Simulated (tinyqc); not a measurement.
What moves the results: Stoner model of a band ferromagnet. A value that a table varies takes the place of the one given here.

Density of states per atom and spin: semi-elliptic, D(e) = (8 M/(pi W^2)) sqrt(W^2/4 - e^2). Levels e -/+ I m/2 for up and down spin, m = n_up - n_down, n_up + n_down = nd. At zero temperature e(N) is the energy below which N states lie, and E(m) = sum over spins of integral e D de - I m^2/4.

Constants: kB = 8.617333262e-05 eV/K.

Parameters, chosen for this exercise:
- W = 5.7 eV (band width, e from -W/2 to W/2)
- M = 5 (states per atom and spin)
- nd = 7.13 (electrons per atom)
- I = 1.3 eV (Stoner parameter)

## Moment against temperature

Fermi-Dirac occupations on 600 equal energy intervals; m is iterated from saturation until it changes by less than 1e-7 or for 400 rounds; the paramagnet is unstable while I times the mean of D weighted by -df/de exceeds 1.

Results:
```
T/Tc  T (K)  m (muB)  I D(T) of the paramagnet
0.10   1108    2.870                     1.361
0.30   3325    2.831                     1.329
0.50   5541    2.663                     1.257
0.65   7204    2.404                     1.184
0.80   8866    1.953                     1.104
0.90   9974    1.446                     1.051
0.95  10529    1.046                     1.025
1.10  12191    0.000                     0.951
```

Tc (from I D(T) = 1) = 1.11e+04 K

kB Tc = 0.955 eV, 0.26 of the exchange splitting at zero temperature. m keeps 0.93 of its first value at half Tc and 0.50 at 0.9 Tc. The model knows only Stoner excitations; spin waves and local moments bring the ordering temperature below the Stoner value.

## Moment against the Stoner parameter

Lowest state for each I.

Results:
```
I (eV)  I D(EF)  m (muB)  E - E(0) (meV)
0.58      0.609    0.000             0.0
0.77      0.808    0.000             0.0
0.86      0.903    0.000             0.0
0.96      1.008    0.964            -0.9
1.05      1.102    2.693          -107.5
1.19      1.249    2.870          -390.7
1.43      1.501    2.870          -884.9
1.72      1.806    2.870         -1482.1
```

A moment first appears at I = 0.96 eV of those listed, where I D(EF) = 1.008. It is saturated at 2.870 from I = 1.19 eV on.

## Moment against band filling

Rigid band, I fixed: a Slater-Pauling curve.

Results:
```
nd   I D(EF)  m (muB)  m_max
3.0    1.376    3.000    3.0
4.0    1.434    4.000    4.0
5.0    1.452    5.000    5.0
6.0    1.434    4.000    4.0
6.5    1.410    3.500    3.5
7.0    1.376    3.000    3.0
7.5    1.328    2.500    2.5
8.0    1.264    2.000    2.0
8.5    1.177    1.500    1.5
9.0    1.055    0.773    1.0
9.5    0.861    0.000    0.5
```

Magnetic fillings among those listed: 3.0, 4.0, 5.0, 6.0, 6.5, 7.0, 7.5, 8.0, 8.5 and 9.0; the largest moment is 5.00 at nd = 5. At 3.0, 4.0, 5.0, 6.0, 6.5, 7.0, 7.5, 8.0 and 8.5 the moment is saturated and follows m_max, changing by one per electron.

## What moves the moment

Lowest state for each case. Each row changes one parameter from the base and keeps the others.

Results:
```
case          I D(EF)  m (muB)  E - E(0) (meV)
base            1.365    2.870          -617.2
W = 5.244 eV    1.483    2.870          -782.0
I = 1.404 eV    1.474    2.870          -831.4
nd = 6.83       1.389    3.170          -795.2
```

The largest shifts from the base row, up to three for each result and ties (the steps differ in size, so this ranks the rows, not the parameters). I D(EF): W +0.119, I +0.109, nd +0.024. m (muB): nd +0.300; unchanged at the printed digits by W and I. E - E(0) (meV): I -214.2, nd -178.0, W -164.8.

Run: tinyqc, `OMP_NUM_THREADS=1 python tinyqc.py 1681023 1681024 out.jsonl`; Intel(R) Xeon(R) Processor @ 2.30GHz, one thread, shared host; about 0.3 s of CPU time with all checks.
